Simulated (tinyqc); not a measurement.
Comparisons within one model: k.p theory built from an empirical-pseudopotential calculation at Gamma. A value that a table varies takes the place of the one given here.

Empirical pseudopotential on the fcc lattice, atoms at +/- tau, tau = a (1,1,1)/8, no spin-orbit coupling. H(G,G') = c (2 pi/a)^2 |k + G|^2 delta + VS(q) cos(q.tau) + i VA(q) sin(q.tau), q = G - G', c = hbar^2/2m0; k and G in units of 2 pi/a; VS at |q|^2 = 3, 8, 11 and VA at 3, 4, 11, in rydberg, zero elsewhere. The basis is fixed: all 59 G with |G|^2 up to Gcut. Energies are counted from the fourth level at Gamma.

k.p in the lowest n states at Gamma: H_nm = (E_n + c k^2) delta + 2 c k.<n|G|m>, k in 1/angstrom; with all states of the basis it is exact.

Empirical pseudopotential on the fcc lattice, atoms at +/- tau, tau = a (1,1,1)/8, no spin-orbit coupling. H(G,G') = c (2 pi/a)^2 |k + G|^2 delta + VS(q) cos(q.tau) + i VA(q) sin(q.tau), q = G - G', c = hbar^2/2m0; k and G in units of 2 pi/a; VS at |q|^2 = 3, 8, 11 and VA at 3, 4, 11, in rydberg, zero elsewhere. The basis holds all G with |G|^2 up to a cut-off. Energies are counted from the fourth level at Gamma.

For a multiplet A of d_A states, W(B) = (4 c/(3 d_A)) sum over n in A, m in B and i = x, y, z of |<n|G_i|m>|^2 (G in 1/angstrom, <n|G_i|m> = sum_G c_n(G)* G_i c_m(G)); the mean inverse mass of A is 1 + sum_B W(B)/(E_A - E_B). Multiplets with W = 0 are left out.

Valence parameters: D(u) = c + 4 c^2 sum_m <n|u.G|m><m|u.G|n'>/(0 - E_m) on the valence triplet, in units of c, has eigenvalues L, M, M along [100] and (L + 2M + 2N)/3, (L + 2M - N)/3 twice along [111]; g1 = -(L + 2M)/3, g2 = -(L - M)/6, g3 = -N/6.

Constants: hbar^2/2m0 = 3.80998211 eV angstrom^2; Ry = 13.60569312 eV.

Parameters, chosen for this exercise (near those of Ge; shifted at random, so the results belong to these values and not to a real crystal): a = 5.655 angstrom (lattice constant); VS = (-0.235, 0.011, 0.06) Ry (symmetric form factors); VA = (0, 0, 0) Ry (antisymmetric form factors); Gcut = 12 (2 pi/a)^2 (largest |G|^2 of the fixed basis); VS3 = -0.235 Ry; VS8 = 0.011 Ry; VS11 = 0.06 Ry; VA3 = 0 Ry; VA4 = 0 Ry; VA11 = 0 Ry.

## How many bands a k.p model needs: band 5 from Gamma to K

Band 5 (counted from below) at k = f (0.75, 0.75, 0) 2 pi/a; n ends on whole multiplets.

Energies (eV):

| f | n = 8 | n = 15 | n = 27 | n = 59 (exact) |
|---|---|---|---|---|
| 0.000 | 1.249 | 1.249 | 1.249 | 1.249 |
| 0.125 | 1.975 | 1.959 | 1.957 | 1.957 |
| 0.250 | 2.668 | 2.559 | 2.554 | 2.553 |
| 0.375 | 3.227 | 2.884 | 2.874 | 2.871 |
| 0.500 | 3.861 | 3.023 | 3.011 | 3.005 |
| 0.625 | 4.632 | 2.898 | 2.887 | 2.872 |
| 0.750 | 5.556 | 2.563 | 2.552 | 2.523 |
| 0.875 | 6.639 | 2.174 | 2.162 | 2.116 |
| 1.000 | 7.885 | 1.839 | 1.824 | 1.756 |

With n = 8 the band stays within 0.05 eV of the exact one up to f = 0.125 (error at K: +6.130 eV). With n = 15 the band stays within 0.05 eV of the exact one up to f = 0.750 (error at K: +0.083 eV). With n = 27 the band stays within 0.05 eV of the exact one up to f = 0.875 (error at K: +0.069 eV). A smaller basis can only raise a level. The exact band has its minimum on these points at f = 0.000; n = 8 puts it at f = 0.000.

## Convergence with the plane-wave basis

E_s is the lowest empty singlet, Ep its W to the valence triplet, m its mass.

Results:

| cut-off | plane waves | E_s (eV) | Ep (eV) | m (m0) | g1 | g2 | g3 |
|---|---|---|---|---|---|---|---|
| 8 | 27 | 1.047 | 20.09 | 0.0496 | 8.60 | 2.78 | 3.74 |
| 11 | 51 | 1.221 | 20.08 | 0.0575 | 7.60 | 2.42 | 3.20 |
| 12 | 59 | 1.249 | 20.07 | 0.0587 | 7.57 | 2.32 | 3.17 |
| 16 | 65 | 1.249 | 20.07 | 0.0587 | 7.59 | 2.32 | 3.17 |
| 19 | 89 | 1.240 | 20.08 | 0.0583 | 7.62 | 2.35 | 3.19 |
| 20 | 113 | 1.228 | 20.09 | 0.0577 | 7.67 | 2.37 | 3.22 |
| 24 | 137 | 1.228 | 20.10 | 0.0577 | 7.68 | 2.37 | 3.22 |

Against the last row, E_s errs most, by -0.182 eV, at cut-off 8, and by 0.000 eV in the last row but one. Ep varies by 0.2 % over the table and m by 15.8 %: the mass, near E_s/Ep, inherits the errors of both. Local form factors fix the converged values only roughly. The gap is a difference of two levels, so it need not converge steadily, and here it does not.

## What each form factor does (empirical-pseudopotential levels)

Lowest empty singlet and triplet at Gamma and the valence width there (fixed basis); lowest empty level at X = (1,0,0) and L = (1/2,1/2,1/2) from the valence top, these levels and that top with all |k + G|^2 up to 21. Singlet and triplet count orbital degeneracy. VS3 is VS at |q|^2 = 3, and so on. The row for a keeps the form factors fixed, so it is no model of a real expansion, which changes them too. Each row changes one parameter from the base and keeps the others.

Results:

| case | singlet (eV) | triplet (eV) | X (eV) | L (eV) | width (eV) |
|---|---|---|---|---|---|
| base | 1.249 | 3.549 | 1.285 | 1.022 | 12.012 |
| a = 5.712 angstrom | 1.261 | 3.572 | 1.407 | 1.099 | 11.730 |
| VS3 = -0.225 Ry | 1.340 | 3.407 | 1.041 | 0.923 | 12.050 |
| VS8 = 0.021 Ry | 1.776 | 3.490 | 1.356 | 1.263 | 11.913 |
| VS11 = 0.07 Ry | 1.817 | 3.790 | 1.565 | 1.404 | 11.817 |
| VA3 = 0.03 Ry | 1.302 | 3.584 | 1.020 | 1.035 | 12.021 |
| VA4 = 0.03 Ry | 1.220 | 3.646 | 0.900 | 1.084 | 12.016 |
| VA11 = 0.03 Ry | 1.105 | 3.501 | 0.930 | 0.946 | 12.040 |

The largest shifts from the base row, up to three for each result and ties (the steps differ in size, so this ranks the rows, not the parameters). singlet (eV): VS11 +0.567, VS8 +0.526, VA11 -0.144. triplet (eV): VS11 +0.241, VS3 -0.142, VA4 +0.097. X (eV): VA4 -0.385, VA11 -0.355, VS11 +0.280. L (eV): VS11 +0.382, VS8 +0.241, VS3 -0.099. width (eV): a -0.281, VS11 -0.195, VS8 -0.099. In a diamond crystal a small VA enters the levels at Gamma and L only in second order, by symmetry, but splits the degenerate pair at X in first order.

Run: tinyqc, `OMP_NUM_THREADS=1 python tinyqc.py 1080934 1080935 out.jsonl`; Intel(R) Xeon(R) Processor @ 2.30GHz, one thread, shared host; about 0.4 s of CPU time with all checks.
